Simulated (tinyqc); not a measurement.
Inside a calculation. Model: anisotropic wet etching of Si(100): plane rates, V-grooves, membranes and undercut. Computed by tinyqc, a small Python program that keeps every step. Command: `OMP_NUM_THREADS=1 python tinyqc.py 3006477 3006478 out.jsonl wetetch walk`. One thread of a shared host (Intel(R) Xeon(R) Processor @ 2.30GHz), about 0.01 s of CPU time with the checks. Intermediate numbers are printed to about 6 digits and carried at full precision; extremes and crossings named in words are read from the listed rows.

A long slot opens the mask on a (100) wafer. The floor etches at R100; (111) walls stand at theta = arctan(sqrt2) = 54.7356 degrees to the surface and recede at R111 along their normal.

Inputs (values chosen for the exercise, close to those used for potassium hydroxide solutions): prefactor k0 of the (100) rate = 3.2e+08 um/min; activation energy of (100), E = 0.594 eV; ratio (100)/(111) at 80 C = 360; extra energy of (111), dE = 0.15 eV; ratio (100)/oxide at 80 C = 240; extra energy of the oxide, dE_ox = 0.22 eV; corner undercut rate over (100) rate, c = 2; bath temperature T = 45 C; width w (mask opening along <110>, or membrane width in the design step) = 11 um; misalignment of the mask = 1 degrees; etch time t = 15 min; wafer thickness d = 380 um; membrane thickness wanted = 16 um.

Constants: k_B = 8.617333262e-05 eV/K.

## Rates

R100 = k0 exp(-E/(k_B T)); a ratio given at 80 C scales as exp[(extra energy/k_B)(1/T - 1/353.15 K)]; R111 and R_ox follow by division. Temperatures in kelvin are T(C) + 273.15.

R100 = 0.124642 um/min

R111 = 2.01311e-04 um/min

R_ox = 2.34456e-04 um/min

anisotropy R100/R111 = 619.151

## Shape after the time t

A misaligned edge exposes ledges and adds R100 sin(misalignment) to the lateral rate (a simple estimate): u = R111/sin(theta) + R100 sin(misalignment). Top width W = w + 2 u t; floor width b = W - 2 z/tan(theta) = W - sqrt2 z. The floor lasts until b = 0, at t_V = w/(sqrt2 R100 - 2u); depth z = R100 t before t_V and W/sqrt2 after.

lateral rate u = 0.00242185 um/min

time t_V to close the V = 64.1676 min

top width W = 11.0727 um

depth z = 1.86962 um

floor width b = 8.42861 um

The floor remains; undercut per side is 0.0363 um, 1.94 % of the depth.

## Designing a membrane from the back side

Etch depth d - membrane, time = depth/R100; for a membrane as wide as w the opening must be w + sqrt2 depth - 2 u time; oxide mask consumed R_ox x time; a 1 K error changes the depth by the fraction E/(k_B T^2); a convex mask corner, such as that of a mesa, would retreat by c x depth.

time to reach the membrane = 2920.37 min

opening needed = 511.628 um

oxide consumed = 684.698 nm

depth error per kelvin = 24.7885 um

retreat of a convex corner = 728 um

The error per kelvin is 155 % of the membrane, so a timed etch cannot hold it and an etch stop is needed. A corner retreat larger than the depth shows why mesas need compensation structures. Caution: the remaining silicon is too narrow for its thickness to act as a membrane. Caution: rates also depend on concentration, doping, additives and stirring, all held fixed here.

## Speed against selectivity over temperature

Each row etches to the depth d - membrane; undercut per side = (R111/sin(theta) + R100 sin(misalignment)) x time.

Etching to a fixed depth:
```
T (C)  R100 (um/min)  R100/R111  time (h)  undercut (um)  oxide consumed (nm)
30           0.04267    811.649   142.191        6.90194               460.32
40           0.08819    675.671    68.790        7.01247               602.36
50           0.17428    568.894    34.809        7.13631               775.21
60           0.33062    483.962    18.350        7.27384               982.68
70           0.60421    415.609    10.041        7.42534              1228.56
80           1.06713    360.000     5.685        7.59103              1516.67
90           1.82661    314.308     3.321        7.77105              1850.74
100          3.03783    276.420     1.997        7.96547              2234.43
```

From 30 to 100 C the time falls by a factor 71.2, while the oxide loss grows by 4.85 and the undercut by 1.15: the slower planes and the mask have the higher activation energies, so heat costs selectivity. Misalignment gives 6.35 um of the undercut at any T.

Checks made by the program: depth against time integration (relative difference below 1e-10).
